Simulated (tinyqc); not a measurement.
# p-type polysilicon, carrier trapping at grain boundaries: two studies

One-dimensional grains of size Lg, uniform ionised doping N, monovalent traps Qt at each boundary at a depth Et below (for electrons) or above (for holes) the band edge there, abrupt depletion of width W on each side of a boundary, Boltzmann statistics. xi is the distance from the band edge at the grain centre to the Fermi level. Trapped charge Qt/(1 + exp((xi + VB - Et)/Vt)) = 2 N W, barrier VB = q N W^2/(2 eps0 eps_r).

Inputs (values chosen for the exercise); values of the order met in polycrystalline silicon:
```
symbol    value        unit                                                              meaning
T           300           K                                                          temperature
eps_r      11.7                                                            relative permittivity
NB      2.65e19       cm^-3                                  valence-band density of states at T
Lg          110          nm                                                           grain size
Qt       8.1e11       cm^-2                                     trap density of a grain boundary
Et         0.41          eV  depth of the trap level from the majority band edge at the boundary
ms         0.56          m0                                         mass for thermionic emission
fe            1                                           correction factor of the emission rate
mug          62  cm^2/(V s)                                           mobility inside the grains
N        5.9e17       cm^-3                                                               doping
```

Constants: q = 1.602176634e-19 C, kB = 1.380649e-23 J/K, m0 = 9.1093837015e-31 kg, Vt = kB T/q, eps0 = 8.8541878128e-14 F/cm where lengths are in cm. Results are converted to the units shown.

Each table varies one quantity; the others keep the values above.

## Effect of the doping

If the trap equation with xi = Vt ln(NB/N) has a root W < Lg/2, the grain is partly depleted; otherwise W = Lg/2 and the trap equation gives xi = Et - VB + Vt ln(Qt/(N Lg) - 1). N* = Qt/Lg. n0 = NB exp(-xi/Vt); mean density n0 (1 - 2 W/Lg) by charge balance in a partly depleted grain, and n0 (sqrt(pi)/2) erf(u)/u with u = sqrt(VB/Vt) in a fully depleted one; v = sqrt(kB T/(2 pi ms m0)); barrier resistivity Vt exp(VB/Vt)/(q fe n0 v Lg); grain resistivity (1 - 2 W/Lg)/(q n0 mug); effective mobility 1/(q mean density total resistivity). Rows with xi above 0.45 V, towards mid-gap, are left out, since the other carrier type is ignored.

Effect of the doping:
columns A: N (cm^-3); B: N/N*; C: depleted share 2 W/Lg; D: VB (V); E: xi (V); F: mean density (cm^-3); G: resistivity (ohm cm); H: effective mobility (cm^2/(V s))
```
A            B        C         D        E         F        G      H
7.7e15  0.1046    1.000   0.01801   0.4475  6.510e11  1.018e4  941.7
1.6e16  0.2173    1.000   0.03743   0.4057  2.720e12     4283  535.8
3.4e16  0.4617    1.000   0.07953   0.3344  3.183e13     1386  141.5
7.2e16  0.9778   0.9934    0.1662   0.1527  4.760e14    35.12  373.3
1.5e17   2.037   0.4906   0.08446   0.1338  7.641e16    1.055  77.39
3.2e17   4.346   0.2301   0.03963   0.1142  2.464e17   0.3013  84.09
6.7e17   9.099   0.1099   0.01893  0.09507  5.964e17   0.1464  71.49
1.4e18   19.01  0.05260  0.009060  0.07602  1.326e18  0.07226  65.12
2.9e18   39.38  0.02539  0.004374  0.05720  2.826e18  0.03550  62.21
```

As N goes from 7.7e15 to 2.9e18, VB goes from 0.0180 through a maximum of 0.166 (at N = 7.2e16 among the rows listed) to 0.00437 V, the resistivity falls from 10200 to 0.0355 ohm cm and the effective mobility moves up and down between 62.2 and 942 cm^2/(V s). The steepest fall of the resistivity among the rows, as N^(-4.9), lies between N = 3.4e16 and 7.2e16 cm^-3; N* = 7.36e16 cm^-3. While the grain is fully depleted VB grows as N; once the traps are full it falls as 1/N. For N = 2.9e18 xi is under 2.5 Vt, where Boltzmann statistics begin to fail. For N = 7.7e15, 6.7e17, 1.4e18, 2.9e18 VB is below Vt, where abrupt depletion and thermionic emission are rough. For N = 7.2e16 the grain is near the changeover between partial and full depletion, within a few Debye lengths, where both limits are rough. In every row the effective mobility exceeds mug, since drift through the depleted part of the grain is left out.

## Effect of the grain size

Same model as above.

N* = Qt/Lg.

Effect of the grain size:
columns A: Lg (nm); B: N/N*; C: depleted share 2 W/Lg; D: VB (V); E: xi (V); F: mean density (cm^-3); G: resistivity (ohm cm); H: effective mobility (cm^2/(V s))
```
A          B         C         D         E          F        G       H
10   0.72840    1.0000  0.011406   0.37309  1.2456e13   4876.8  102.75
17    1.2383   0.80757  0.021498  0.098361  1.1354e17  0.13563  405.34
31    2.2580   0.44286  0.021498  0.098361  3.2871e17  0.15143  125.39
53    3.8605   0.25903  0.021498  0.098361  4.3717e17  0.15940  89.568
94    6.8469   0.14605  0.021498  0.098361  5.0383e17  0.16430  75.401
160   11.654  0.085804  0.021498  0.098361  5.3938e17  0.16691  69.330
290   21.123  0.047340  0.021498  0.098361  5.6207e17  0.16857  65.873
500   36.420  0.027457  0.021498  0.098361  5.7380e17  0.16944  64.198
```

What does the table show?

As Lg goes from 10 to 500, VB rises from 0.0114 to 0.0215 V, the resistivity goes from 4880 through a minimum of 0.136 (at Lg = 17 among the rows listed) to 0.169 ohm cm and the effective mobility goes from 103 through a maximum of 405 (at Lg = 17 among the rows listed) to 64.2 cm^2/(V s). In every row VB is below Vt, where abrupt depletion and thermionic emission are rough. For Lg = 17 the grain is near the changeover between partial and full depletion, within a few Debye lengths, where both limits are rough. In every row the effective mobility exceeds mug, since drift through the depleted part of the grain is left out.

tinyqc, about 0.01 s, one thread, Intel Xeon 2.30GHz (shared host): `OMP_NUM_THREADS=1 python tinyqc.py 2830270 2830271 out.jsonl`
